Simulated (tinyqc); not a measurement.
Chemical vapour deposition: Grove model, boundary layer, depletion and step coverage: one step, computed by the program tinyqc.

A precursor diffuses to the surface and reacts there at first order; each molecule that reacts adds one formula unit of film.

Question. Uniformity across a wafer. Between two wafers the gas diffuses inward and reacts on both faces: (D/r) d/dr (r dC/dr) = 2 k_s C/s, so C(r)/C_g = I0(phi r/R)/I0(phi) with phi^2 = 2 k_s R^2/(s D); G(r) = k_s C(r)/N, 1 cm/s = 6e8 nm/min; the mean over the wafer is eta = 2 I1(phi)/(phi I0(phi)).

Inputs (values chosen for the exercise, close to those used for silicon dioxide from an alkoxysilane): temperature T = 790 C; film density N = 2.2e+22 formula units/cm^3; wafer radius R = 10 cm; wafer spacing s = 1.1 cm.

Reactor: wafer stack, low pressure.

surface rate constant k_s = 0.5502406 cm/s

gas diffusivity D = 2459.083 cm^2/s

precursor density C_g = 9.446204e+14 1/cm^3

Give: Thiele modulus phi; growth rate G at the edge; rate at the centre over rate at the edge; effectiveness eta.

Answer.

Thiele modulus phi = 0.2017

growth rate G at the edge = 14.18 nm/min

rate at the centre over rate at the edge = 0.9899

effectiveness eta = 0.9949

The centre lags the edge by 1.0 %; for small phi the lag is phi^2/4 = 1.0 %.
